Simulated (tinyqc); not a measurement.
Stacked nanosheet transistor, parasitic resistance, capacitance and delay: one step of the calculation.

Ns sheets share one contact on top; each has perimeter p = 2 (Ws + ts) and cross-section A = Ws ts; contact width Wc = Ws + 10 nm, stack height Hs = Ns pv. Sheet 1 is the top one. Contact length Lc = CPP - Lg - 2 Lsp, shared by two neighbouring gates. Source and drain sides are equal. The formulas are first-order estimates, not field solutions.

Question. Effective current, delay and energy. Ieff = (IH + IL)/2, delay CL Vdd/(2 Ieff), energy CL Vdd^2, with CL the load of an inverter that drives an equal one.

Values chosen for this exercise: supply voltage Vdd = 0.65 V.

IH = I(Vdd, Vdd/2) = 138.52518 uA
IL = I(Vdd/2, Vdd), solved likewise = 58.219213 uA
CL = 246.22878 aF

Wanted: Ieff; delay; energy.

Answer.

Ieff = 98.37 uA
delay = 0.8135 ps
energy = 104.0 aJ

Program tinyqc, `OMP_NUM_THREADS=1 python tinyqc.py 2170060 2170061 out.jsonl`; Intel Xeon 2.30GHz, shared host, one thread, about 0.07 s.
